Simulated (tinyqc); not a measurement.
Time-domain thermoreflectance: layered heat flow under a modulated pulse train, and what the signal ratio measures: one step, computed by the program tinyqc.

Pulses repeat at 80 MHz; heat is laid down at the surface, all layers are isotropic, and the film is in perfect contact with the substrate.

Problem. Length and time scales. Penetration depth sqrt(kappa/(pi f C)); effusivity sqrt(kappa C); cooling time of the metal d C_m/G; Kapitza length kappa/G.

Inputs (values chosen for the exercise, modelled on aluminium on silica): metal thickness d = 63 nm; metal heat capacity = 2.42 MJ/(m^3 K); boundary conductance G under the metal = 100 MW/(m^2 K); substrate conductivity kappa = 1.3 W/(m K); substrate heat capacity C = 1.66 MJ/(m^3 K); modulation frequency f = 1 MHz; spot radius w (1/e^2, pump and probe) = 17 micrometre.

Stack: metal, film, substrate.

Give: penetration depth; effusivity; cooling time of the metal; Kapitza length; depth over spot radius.

Solution.

penetration depth = 0.4993 micrometre

effusivity = 1469 W s^(1/2)/(m^2 K)

cooling time of the metal = 1524.6 ps

Kapitza length = 13 nm

depth over spot radius = 0.02937
